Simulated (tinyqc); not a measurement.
Pariser-Parr-Pople SCF with singles CI, for the molecule C=C1C=C(O)C=CC=C1O (SMILES; centres numbered as the heavy atoms are written), step by step. One step of it, computed by the program tinyqc.

Problem. Iteration 2: Fock matrix. F_rr = H_rr + P_rr gamma_rr / 2 + sum_(s != r) P_ss gamma_rs; F_rs = H_rs - P_rs gamma_rs / 2; E = tr P (H + F) / 2 + core repulsion sum_(r<s) z_r z_s gamma_rs.

P after iteration 1:
```
            1C         2C         3C         4C         5O         6C         7C         8C
1C    1.277987   0.775128  -0.279280  -0.274667   0.097946   0.228029   0.134220  -0.292356
2C    0.775128   0.984798   0.449999   0.070746  -0.049283  -0.068792  -0.097523   0.014949
3C   -0.279280   0.449999   1.070381   0.726556  -0.188423  -0.001406  -0.285000  -0.051479
4C   -0.274667   0.070746   0.726556   0.920069   0.287950   0.511723   0.084206  -0.141335
5O    0.097946  -0.049283  -0.188423   0.287950   1.920853  -0.109240  -0.064760   0.058851
6C    0.228029  -0.068792  -0.001406   0.511723  -0.109240   1.063033   0.736682  -0.044663
7C    0.134220  -0.097523  -0.285000   0.084206  -0.064760   0.736682   0.908822   0.559869
8C   -0.292356   0.014949  -0.051479  -0.141335   0.058851  -0.044663   0.559869   1.066715
9C   -0.053586   0.412526   0.233670  -0.109106   0.042359  -0.323710   0.102637   0.729082
10O  -0.022605  -0.066090  -0.112630   0.039179  -0.014316   0.126561  -0.070449  -0.191721

            9C        10O
1C   -0.053586  -0.022605
2C    0.412526  -0.066090
3C    0.233670  -0.112630
4C   -0.109106   0.039179
5O    0.042359  -0.014316
6C   -0.323710   0.126561
7C    0.102637  -0.070449
8C    0.729082  -0.191721
9C    0.878526   0.311468
10O   0.311468   1.908815
```

core matrix H (eV):
```
             1C          2C          3C          4C          5O          6C          7C          8C
1C   -45.948561   -2.550000    0.000000    0.000000    0.000000    0.000000    0.000000    0.000000
2C    -2.550000  -53.098365   -2.550000    0.000000    0.000000    0.000000    0.000000    0.000000
3C     0.000000   -2.550000  -51.855553   -2.550000    0.000000    0.000000    0.000000    0.000000
4C     0.000000    0.000000   -2.550000  -53.402668   -2.320000   -2.550000    0.000000    0.000000
5O     0.000000    0.000000    0.000000   -2.320000  -68.061402    0.000000    0.000000    0.000000
6C     0.000000    0.000000    0.000000   -2.550000    0.000000  -49.658503   -2.550000    0.000000
7C     0.000000    0.000000    0.000000    0.000000    0.000000   -2.550000  -48.126729   -2.550000
8C     0.000000    0.000000    0.000000    0.000000    0.000000    0.000000   -2.550000  -50.025824
9C     0.000000   -2.550000    0.000000    0.000000    0.000000    0.000000    0.000000   -2.550000
10O    0.000000    0.000000    0.000000    0.000000    0.000000    0.000000    0.000000    0.000000

             9C         10O
1C     0.000000    0.000000
2C    -2.550000    0.000000
3C     0.000000    0.000000
4C     0.000000    0.000000
5O     0.000000    0.000000
6C     0.000000    0.000000
7C     0.000000    0.000000
8C    -2.550000    0.000000
9C   -54.364617   -2.320000
10O   -2.320000  -69.505222
```

repulsion gamma_rs (eV):
```
           1C        2C        3C        4C         5O        6C        7C        8C
1C   9.560000  4.953214  3.713425  2.754528   2.506891  2.388813  2.388756  2.754737
2C   4.953214  9.560000  4.954632  3.574645   3.029920  3.095801  3.095618  3.574640
3C   3.713425  4.954632  9.560000  4.955046   4.232332  3.573927  3.095173  3.095266
4C   2.754528  3.574645  4.955046  9.560000   5.920555  4.954696  3.574338  3.095629
5O   2.506891  3.029920  4.232332  5.920555  18.350000  4.231342  3.029651  2.593033
6C   2.388813  3.095801  3.573927  4.954696   4.231342  9.560000  4.955611  3.574310
7C   2.388756  3.095618  3.095173  3.574338   3.029651  4.955611  9.560000  4.954063
8C   2.754737  3.574640  3.095266  3.095629   2.593033  3.574310  4.954063  9.560000
9C   3.714280  4.956139  3.574333  3.095988   2.593339  3.095834  3.574020  4.955003
10O  3.948514  4.231918  3.029543  2.593344   2.162170  2.593413  3.029924  4.233055

           9C        10O
1C   3.714280   3.948514
2C   4.956139   4.231918
3C   3.574333   3.029543
4C   3.095988   2.593344
5O   2.593339   2.162170
6C   3.095834   2.593413
7C   3.574020   3.029924
8C   4.955003   4.233055
9C   9.560000   5.921170
10O  5.921170  18.350000
```

Centres (angstrom, eV; a flat drawing with bonds scaled to 1.40 angstrom):
```
centre          x          y  core charge z          W   gamma_rr
1C      -1.673000  -1.980000              1  10.370000   9.560000
2C      -0.793000  -0.890000              1  10.370000   9.560000
3C       0.570000  -1.210000              1  10.370000   9.560000
4C       1.669000  -0.343000              1  10.370000   9.560000
5O       2.927000  -0.958000              2  35.600000  18.350000
6C       1.677000   1.057000              1  10.370000   9.560000
7C       0.588000   1.936000              1  10.370000   9.560000
8C      -0.779000   1.632000              1  10.370000   9.560000
9C      -1.393000   0.374000              1  10.370000   9.560000
10O     -2.793000   0.383000              2  35.600000  18.350000
```

Give: F; pi energy.

Solution.

F (eV):
```
          1C       2C       3C       4C        5O       6C       7C       8C
1C   -5.1884  -4.4697   0.5185   0.3783   -0.1228  -0.2724  -0.1603   0.4027
2C   -4.4697  -5.2991  -3.6648  -0.1264    0.0747   0.1065   0.1509  -0.0267
3C    0.5185  -3.6648  -5.5885  -4.3501    0.3987   0.0025   0.4411   0.0797
4C    0.3783  -0.1264  -4.3501  -5.8002   -3.1724  -3.8177  -0.1505   0.2188
5O   -0.1228   0.0747   0.3987  -3.1724  -17.8494   0.2311   0.0981  -0.0763
6C   -0.2724   0.1065   0.0025  -3.8177    0.2311  -5.9770  -4.3754   0.0798
7C   -0.1603   0.1509   0.4411  -0.1505    0.0981  -4.3754  -5.7840  -3.9368
8C    0.4027  -0.0267   0.0797   0.2188   -0.0763   0.0798  -3.9368  -6.0088
9C    0.0995  -3.5723  -0.4176   0.1689   -0.0549   0.5011  -0.1834  -4.3563
10O   0.0446   0.1398   0.1706  -0.0508    0.0155  -0.1641   0.1067   0.4058

          9C       10O
1C    0.0995    0.0446
2C   -3.5723    0.1398
3C   -0.4176    0.1706
4C    0.1689   -0.0508
5O   -0.0549    0.0155
6C    0.5011   -0.1641
7C   -0.1834    0.1067
8C   -4.3563    0.4058
9C   -5.7547   -3.2421
10O  -3.2421  -17.7682
```

pi energy = -204.7976 eV
